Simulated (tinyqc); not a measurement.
# Gate work function from the charge

Problem. For an undoped double gate, Q = 8 eps0 eps_r Vt beta tan(beta)/ts with 0 < beta < pi/2, and at the source (Vg - dphi)/(2 Vt) - ln[(2/ts) sqrt(2 eps0 eps_r Vt/(q ni))] = ln(beta) - ln(cos beta) + 2 r beta tan(beta), r = eps_r tox/(eox ts). Find beta and dphi.

Inputs (values chosen for the exercise); material values close to those of silicon: temperature T = 300 K; relative permittivity of the semiconductor eps_r = 11.9; relative permittivity of the gate insulator eox = 7.28; insulator thickness tox = 4.3 nm; body thickness ts = 10 nm; gate voltage Vg = 1.07 V.

Constants: q = 1.602176634e-19 C, kB = 1.380649e-23 J/K, Vt = kB T/q, eps0 = 8.8541878128e-14 F/cm where lengths are in cm. Results are converted to the units shown.

Qs = 1341.5414 nC/cm^2
ni = 1.3020713e10 cm^-3

Answer. beta tan(beta) rises from 0 without bound on the interval, so the charge fixes beta; the second relation is then explicit in dphi. At this charge the surface density passes 0.3 Nc, so the classical Boltzmann model is only formal.

beta = 1.35
dphi = 0.0500 V

tinyqc, about 0.01 s, one thread, Intel Xeon 2.30GHz (shared host): `OMP_NUM_THREADS=1 python tinyqc.py 2440047 2440048 out.jsonl`
